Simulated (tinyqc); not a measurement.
Microkinetic model of low-temperature epitaxy from hydride gases: adsorption, hydrogen desorption and rate control: one step, computed by the program tinyqc. Command: `OMP_NUM_THREADS=1 python tinyqc.py 3000866 3000867 out.jsonl hepi walk`. One thread of a shared host (Intel(R) Xeon(R) Processor @ 2.30GHz), about 0.01 s of CPU time with the checks.

Each hydride molecule needs two free sites and leaves four hydrogen atoms, of which two leave at once as H2; theta is the hydrogen coverage, the site density is 6.78 per nm^2 and one layer is 1.358 angstrom thick.

Question. Coverage and growth rate. With k the hydride and k_H the hydrogen adsorption rate on free pairs and k_d the desorption rate, steady state: 2 (k + k_H)(1 - theta)^2 = k_d theta; growth rate R = k (1 - theta)^2 layers/s; 1 layer/s = 8.148 nm/min. With c = 2 (k + k_H)/k_d the free share is 1 - theta = 2/(1 + sqrt(1 + 4c)).

Inputs (values chosen for the exercise, close to those used for silane on Si(001)): temperature T = 610 C.

Film: silicon. Order of hydrogen desorption: first.

k = 0.9193260 1/s

k_H = 0 1/s

k_d = 0.8592684 1/s

Give: c; hydrogen coverage theta; growth rate R in layers; growth rate G.

Answer.

c = 2.140

hydrogen coverage theta = 0.5112

growth rate R in layers = 0.2196 layers/s

growth rate G = 1.790 nm/min

Adsorption and desorption share control.
